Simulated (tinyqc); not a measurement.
Stillinger-Weber potential for a tetrahedral semiconductor: one step, computed by the program tinyqc.

With x = r/sigma: pair term eps A (B x^-4 - 1) exp(1/(x - a)); for each pair of neighbours j, k of atom i, three-body term eps lambda exp(gamma/(x_ij - a) + gamma/(x_ik - a)) (cos theta_jik + 1/3)^2; both vanish beyond x = a. A = 7.049556277, B = 0.6022245584, a = 1.8.

Question. A trimer. Atom 1 binds atoms 2 and 3 at the angle theta; the third side follows from the cosine rule. Sum the three pair terms and the three-body terms centred on each atom.

Inputs (values chosen for the exercise, modelled on silicon):

| quantity | value | unit |
|---|---|---|
| energy scale eps | 2.048 | eV |
| length scale sigma | 2.095 | angstrom |
| three-body strength lambda | 19.2 | - |
| gamma | 1.2 | - |
| bond 1 of the trimer | 2.43 | angstrom |
| bond 2 of the trimer | 2.25 | angstrom |
| angle of the trimer theta | 90.1 | degrees |

Give: distance 2-3; pair terms; three-body term at atom 1; three-body terms at atoms 2 and 3; energy of the trimer.

Answer.

distance 2-3 = 3.3146 angstrom

pair terms (eV): 1-2 -2.0199, 1-3 -1.9933, 2-3 -0.1325

three-body term at atom 1 = 0.12700 eV

three-body terms at atoms 2 and 3 = 0.059219 eV

energy of the trimer = -3.9594 eV

The cut-off is 3.771 angstrom, so atoms 2 and 3 interact directly.
